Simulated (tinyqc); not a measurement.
Worked calculation (part 1 of 2): CCSD on RHF in the sto-6g basis, for BeH2, spin multiplicity 1. Computed by tinyqc, a small Python program that keeps every step (integrals from PySCF). Settings: charge = 0, multiplicity = 1, basis = sto-6g, method = RHF, energy threshold = 1e-10, iteration cap = 90, orthogonalisation = canonical, start = core, DIIS depth = 6, amplitude equations = CCSD, DIIS depth for amplitudes = 6, cap on updates = 69. Command: `OMP_NUM_THREADS=1 python tinyqc.py 26008 26009 out.jsonl` (the two numbers bound the seeds that draw the settings). One thread of a shared host (Intel(R) Xeon(R) Processor @ 2.60GHz), about 0.3 s of CPU time with the checks. The early iterations of the SCF are left out here.

## One-electron integrals

Geometry (angstrom):
```
atom         x          y         z
Be    0.000000   0.000000  0.000000
H     0.000000   1.445000  0.048000
H     0.000000  -1.420000  0.047000
```

Basis sto-6g: exponents (1/bohr^2) and contraction coefficients of normalised primitives:
```
element  l (shell)    exponent  coefficient
Be           s (1)  312.870494     0.009164
Be           s (1)   57.364463     0.049361
Be           s (1)   16.048509     0.168538
Be           s (1)    5.513096     0.370563
Be           s (1)    2.140897     0.416492
Be           s (1)    0.881739     0.130334
Be           s (2)   13.633247    -0.013253
Be           s (2)    2.698375    -0.046992
Be           s (2)    0.838653    -0.033785
Be           s (2)    0.322660     0.250242
Be           s (2)    0.140131     0.595117
Be           s (2)    0.064233     0.240706
Be           p (3)   13.633247     0.003760
Be           p (3)    2.698375     0.037679
Be           p (3)    0.838653     0.173897
Be           p (3)    0.322660     0.418036
Be           p (3)    0.140131     0.425860
Be           p (3)    0.064233     0.101708
H            s (1)   35.523221     0.009164
H            s (1)    6.513144     0.049361
H            s (1)    1.822143     0.168538
H            s (1)    0.625955     0.370563
H            s (1)    0.243077     0.416492
H            s (1)    0.100112     0.130334
```

Overlap, kinetic and nuclear-attraction integrals over the contracted functions; the nuclear repulsion is the sum of Za Zb / Rab.

nuclear repulsion = 3.13857116 hartree

overlap S:
```
           1Be 1s    1Be 2s   1Be 2px    1Be 2py   1Be 2pz     2H 1s      3H 1s
1Be 1s   1.000000  0.254764  0.000000   0.000000  0.000000  0.057012   0.060273
1Be 2s   0.254764  1.000000  0.000000   0.000000  0.000000  0.418785   0.428557
1Be 2px  0.000000  0.000000  1.000000   0.000000  0.000000  0.000000   0.000000
1Be 2py  0.000000  0.000000  0.000000   1.000000  0.000000  0.493385  -0.501118
1Be 2pz  0.000000  0.000000  0.000000   0.000000  1.000000  0.016389   0.016586
2H 1s    0.057012  0.418785  0.000000   0.493385  0.016389  1.000000   0.027624
3H 1s    0.060273  0.428557  0.000000  -0.501118  0.016586  0.027624   1.000000
```

kinetic energy T (hartree):
```
            1Be 1s     1Be 2s   1Be 2px    1Be 2py   1Be 2pz      2H 1s      3H 1s
1Be 1s    6.768753  -0.207382  0.000000   0.000000  0.000000  -0.013702  -0.013866
1Be 2s   -0.207382   0.220121  0.000000   0.000000  0.000000   0.053843   0.057247
1Be 2px   0.000000   0.000000  0.661265   0.000000  0.000000   0.000000   0.000000
1Be 2py   0.000000   0.000000  0.000000   0.661265  0.000000   0.159860  -0.167377
1Be 2pz   0.000000   0.000000  0.000000   0.000000  0.661265   0.005310   0.005540
2H 1s    -0.013702   0.053843  0.000000   0.159860  0.005310   0.768522  -0.006769
3H 1s    -0.013866   0.057247  0.000000  -0.167377  0.005540  -0.006769   0.768522
```

nuclear attraction V (hartree):
```
             1Be 1s     1Be 2s    1Be 2px    1Be 2py    1Be 2pz      2H 1s      3H 1s
1Be 1s   -15.453258  -1.838863   0.000000   0.000577  -0.001098  -0.448810  -0.475335
1Be 2s    -1.838863  -3.001495   0.000000   0.002894  -0.009094  -1.190014  -1.227514
1Be 2px    0.000000   0.000000  -2.931051   0.000000   0.000000   0.000000   0.000000
1Be 2py    0.000577   0.002894   0.000000  -3.141871   0.000079  -1.374249   1.408031
1Be 2pz   -0.001098  -0.009094   0.000000   0.000079  -2.931283  -0.046573  -0.047550
2H 1s     -0.448810  -1.190014   0.000000  -1.374249  -0.046573  -2.880972  -0.088998
3H 1s     -0.475335  -1.227514   0.000000   1.408031  -0.047550  -0.088998  -2.905807
```

core Hamiltonian H = T + V (hartree):
```
            1Be 1s     1Be 2s    1Be 2px    1Be 2py    1Be 2pz      2H 1s      3H 1s
1Be 1s   -8.684505  -2.046245   0.000000   0.000577  -0.001098  -0.462512  -0.489201
1Be 2s   -2.046245  -2.781374   0.000000   0.002894  -0.009094  -1.136171  -1.170267
1Be 2px   0.000000   0.000000  -2.269786   0.000000   0.000000   0.000000   0.000000
1Be 2py   0.000577   0.002894   0.000000  -2.480606   0.000079  -1.214389   1.240654
1Be 2pz  -0.001098  -0.009094   0.000000   0.000079  -2.270018  -0.041263  -0.042010
2H 1s    -0.462512  -1.136171   0.000000  -1.214389  -0.041263  -2.112450  -0.095767
3H 1s    -0.489201  -1.170267   0.000000   1.240654  -0.042010  -0.095767  -2.137285
```

## Two-electron integrals

Functions are numbered as in S; the eight-fold symmetry (ij|kl) = (ji|kl) = (kl|ij) leaves the list below.

Two-electron integrals (ij|kl) in chemists' order, unique and non-zero (hartree):
```
(11|11) 2.299996    (21|11) 0.361879    (21|21) 0.071926    (22|11) 0.570332
(22|21) 0.139654    (22|22) 0.417773    (31|31) 0.015252    (32|31) 0.022555
(32|32) 0.092340    (33|11) 0.570332    (33|21) 0.139654    (33|22) 0.417773
(33|33) 0.450117    (41|41) 0.015252    (42|41) 0.022555    (42|42) 0.092340
(43|43) 0.024258    (44|11) 0.570332    (44|21) 0.139654    (44|22) 0.417773
(44|33) 0.401601    (44|44) 0.450117    (51|51) 0.015252    (52|51) 0.022555
(52|52) 0.092340    (53|53) 0.024258    (54|54) 0.024258    (55|11) 0.570332
(55|21) 0.139654    (55|22) 0.417773    (55|33) 0.401601    (55|44) 0.401601
(55|55) 0.450117    (61|11) 0.083244    (61|21) 0.016065    (61|22) 0.031061
(61|33) 0.030805    (61|41) 0.001588    (61|42) 0.003078    (61|44) 0.031573
(61|51) 0.000053    (61|52) 0.000102    (61|54) 0.000026    (61|55) 0.030806
(61|61) 0.003795    (62|11) 0.197111    (62|21) 0.049014    (62|22) 0.159271
(62|33) 0.153299    (62|41) 0.006839    (62|42) 0.040028    (62|44) 0.171195
(62|51) 0.000227    (62|52) 0.001330    (62|54) 0.000594    (62|55) 0.153319
(62|61) 0.012100    (62|62) 0.089972    (63|31) 0.004761    (63|32) 0.021583
(63|43) 0.006970    (63|53) 0.000232    (63|63) 0.008320    (64|11) 0.210983
(64|21) 0.053136    (64|22) 0.180452    (64|33) 0.169853    (64|41) 0.011068
(64|42) 0.062408    (64|44) 0.201629    (64|51) 0.000210    (64|52) 0.001356
(64|54) 0.000824    (64|55) 0.169873    (64|61) 0.013773    (64|62) 0.116045
(64|64) 0.154631    (65|11) 0.007008    (65|21) 0.001765    (65|22) 0.005994
(65|33) 0.005642    (65|41) 0.000210    (65|42) 0.001356    (65|44) 0.006235
(65|51) 0.004768    (65|52) 0.021628    (65|54) 0.006990    (65|55) 0.006106
(65|61) 0.000458    (65|62) 0.003855    (65|64) 0.004860    (65|65) 0.008482
(66|11) 0.363814    (66|21) 0.092317    (66|22) 0.334696    (66|33) 0.310548
(66|41) 0.015246    (66|42) 0.114284    (66|44) 0.382912    (66|51) 0.000506
(66|52) 0.003796    (66|54) 0.002404    (66|55) 0.310628    (66|61) 0.023598
(66|62) 0.239698    (66|64) 0.328309    (66|65) 0.010906    (66|66) 0.774999
(71|11) 0.088115    (71|21) 0.017000    (71|22) 0.032847    (71|33) 0.032577
(71|41) -0.001680   (71|42) -0.003248   (71|44) 0.033388    (71|51) 0.000056
(71|52) 0.000107    (71|54) -0.000027   (71|55) 0.032578    (71|61) 0.003636
(71|62) 0.010599    (71|64) 0.011038    (71|65) 0.000403    (71|66) 0.019673
(71|71) 0.004249    (72|11) 0.203766    (72|21) 0.050640    (72|22) 0.163978
(72|33) 0.157888    (72|41) -0.007072   (72|42) -0.041005   (72|44) 0.176138
(72|51) 0.000234    (72|52) 0.001357    (72|54) -0.000604   (72|55) 0.157908
(72|61) 0.010352    (72|62) 0.048462    (72|64) 0.049955    (72|65) 0.002042
(72|66) 0.095202    (72|71) 0.013213    (72|72) 0.094503    (73|31) 0.004982
(73|32) 0.022428    (73|43) -0.007188   (73|53) 0.000238    (73|63) 0.003593
(73|73) 0.008874    (74|11) -0.216455   (74|21) -0.054495   (74|22) -0.184473
(74|33) -0.173641   (74|41) 0.011466    (74|42) 0.063989    (74|44) -0.206116
(74|51) -0.000215   (74|52) -0.001376   (74|54) 0.000837    (74|55) -0.173661
(74|61) -0.010689   (74|62) -0.049473   (74|64) -0.048905   (74|65) -0.002054
(74|66) -0.095615   (74|71) -0.014944   (74|72) -0.121141   (74|74) 0.160641
(75|11) 0.007164    (75|21) 0.001804    (75|22) 0.006106    (75|33) 0.005747
(75|41) -0.000215   (75|42) -0.001376   (75|44) 0.006346    (75|51) 0.004989
(75|52) 0.022474    (75|54) -0.007208   (75|55) 0.006224    (75|61) 0.000390
(75|62) 0.002025    (75|64) 0.002055    (75|65) 0.003677    (75|66) 0.004068
(75|71) 0.000495    (75|72) 0.004010    (75|74) -0.005023   (75|75) 0.009040
(76|11) 0.016103    (76|21) 0.003895    (76|22) 0.011579    (76|33) 0.011354
(76|41) 3.68e-06    (76|42) 0.000027    (76|44) 0.012026    (76|51) 0.000034
(76|52) 0.000165    (76|54) 6.34e-07    (76|55) 0.011358    (76|61) 0.000873
(76|62) 0.004653    (76|64) 0.005416    (76|65) 0.000216    (76|66) 0.010384
(76|71) 0.000922    (76|72) 0.004755    (76|74) -0.005483   (76|75) 0.000219
(76|76) 0.000329    (77|11) 0.369978    (77|21) 0.093844    (77|22) 0.338653
(77|33) 0.314184    (77|41) -0.015696   (77|42) -0.115905   (77|44) 0.387510
(77|51) 0.000520    (77|52) 0.003836    (77|54) -0.002427   (77|55) 0.314265
(77|61) 0.018885    (77|62) 0.093393    (77|64) 0.094668    (77|65) 0.004024
(77|66) 0.184678    (77|71) 0.025385    (77|72) 0.246247    (77|74) -0.335497
(77|75) 0.011104    (77|76) 0.010384    (77|77) 0.774999
```

## Orthogonalisation

S = U s U^T; canonical form X = U s^(-1/2), so that X^T S X = 1. Each column of U has its largest component positive (the first on a tie).

eigenvalues of S: 0.282506  0.387192  0.943395  1.000000  1.001461  1.685593  1.699853

X:
```
                 1          2          3         4          5          6          7
1Be 1s    0.014596  -0.343179   0.935597  0.000000  -0.145497   0.133196   0.213443
1Be 2s   -0.075705   1.165790  -0.080878  0.000000  -0.020954   0.276364   0.445130
1Be 2px   0.000000   0.000000   0.000000  1.000000   0.000000   0.000000   0.000000
1Be 2py   1.315208   0.062266   0.002439  0.000000  -0.000468   0.467899  -0.287800
1Be 2pz  -0.002502   0.039829   0.160733  0.000000   0.986464   0.008916   0.014247
2H 1s    -0.899714  -0.784567  -0.278207  0.000000   0.044053   0.511316   0.100978
3H 1s     0.997268  -0.696316  -0.273638  0.000000   0.043374  -0.136719   0.501357
```

## Iteration 7 (converged): orbitals

converged F (hartree):
```
            1Be 1s     1Be 2s   1Be 2px    1Be 2py    1Be 2pz      2H 1s      3H 1s
1Be 1s   -4.593104  -1.248967  0.000000   0.000120   0.000711  -0.284464  -0.300587
1Be 2s   -1.248967  -0.585584  0.000000   0.003610  -0.006826  -0.376175  -0.385060
1Be 2px   0.000000   0.000000  0.209931   0.000000   0.000000   0.000000   0.000000
1Be 2py   0.000120   0.003610  0.000000  -0.199527   0.000136  -0.320300   0.324177
1Be 2pz   0.000711  -0.006826  0.000000   0.000136   0.209632  -0.008459  -0.008552
2H 1s    -0.284464  -0.376175  0.000000  -0.320300  -0.008459  -0.275899  -0.033309
3H 1s    -0.300587  -0.385060  0.000000   0.324177  -0.008552  -0.033309  -0.285365
```

Diagonalise F' = X^T F X, C = X C', fill 3 alpha and 3 beta electrons from the bottom; D = 2 C_occ C_occ^T. Each column has its largest component positive (the first on a tie).

F' = X^T F X (hartree):
```
           1          2          3         4          5          6          7
1   0.819245   0.015974  -0.016371  0.000000   0.002280   0.037095  -0.030215
2   0.015974   0.338046   0.555700  0.000000  -0.084072   0.118949   0.187852
3  -0.016371   0.555700  -3.607802  0.000000   0.631454  -0.844670  -1.363850
4   0.000000   0.000000   0.000000  0.209931   0.000000   0.000000   0.000000
5   0.002280  -0.084072   0.631454  0.000000   0.105135   0.143653   0.231872
6   0.037095   0.118949  -0.844670  0.000000   0.143653  -0.633526  -0.377285
7  -0.030215   0.187852  -1.363850  0.000000   0.231872  -0.377285  -1.015390
```

orbital energies (hartree): MO1 -4.594673, MO2 -0.441728, MO3 -0.403292, MO4 0.209375, MO5 0.209931, MO6 0.414406, MO7 0.821620

coefficients C:
```
               MO1        MO2        MO3        MO4       MO5        MO6        MO7
1Be 1s    0.994675  -0.207347  -0.012835   0.015349  0.000000  -0.212159   0.003489
1Be 2s    0.021294   0.571374   0.039681  -0.070731  0.000000   1.145209  -0.035972
1Be 2px   0.000000   0.000000   0.000000   0.000000  1.000000   0.000000   0.000000
1Be 2py  -0.000044  -0.032258   0.496771  -0.000338  0.000000   0.018182   1.336885
1Be 2pz  -0.000051   0.007707   0.000501   0.997435  0.000000   0.076696  -0.001396
2H 1s    -0.002376   0.368535   0.443541   0.031581  0.000000  -0.783544  -0.910230
3H 1s    -0.002336   0.423043  -0.389538   0.031129  0.000000  -0.759867   0.957670
```

D after iteration 7:
```
            1Be 1s     1Be 2s   1Be 2px    1Be 2py    1Be 2pz      2H 1s      3H 1s
1Be 1s    2.065071  -0.195604  0.000000   0.000539  -0.003311  -0.168942  -0.170081
1Be 2s   -0.195604   0.656992  0.000000   0.002560   0.008845   0.456242   0.452418
1Be 2px   0.000000   0.000000  0.000000   0.000000   0.000000   0.000000   0.000000
1Be 2py   0.000539   0.002560  0.000000   0.495645   0.000001   0.416901  -0.414316
1Be 2pz  -0.003311   0.008845  0.000000   0.000001   0.000119   0.006126   0.006131
2H 1s    -0.168942   0.456242  0.000000   0.416901   0.006126   0.665106  -0.033729
3H 1s    -0.170081   0.452418  0.000000  -0.414316   0.006131  -0.033729   0.661422
```

## Convergence

Stop when the energy changes by less than 1e-10 hartree and every element of the error matrix X^T (F D S - S D F) X is below 3e-06.

Course of the cycle:
```
iteration   E (hartree)     change  largest element of the error matrix
1          -15.11471621          -                             6.70e-01
2          -15.70757398  -5.93e-01                             5.11e-02
3          -15.70992497  -2.35e-03                             2.39e-03
4          -15.70993546  -1.05e-05                             4.95e-04
5          -15.70993615  -6.95e-07                             4.05e-05
6          -15.70993615  -3.70e-09                             4.97e-06
7          -15.70993615  -3.84e-11                             8.91e-07
```

PySCF RHF in the same basis = -15.70993615 hartree

Converged in 7 iterations.
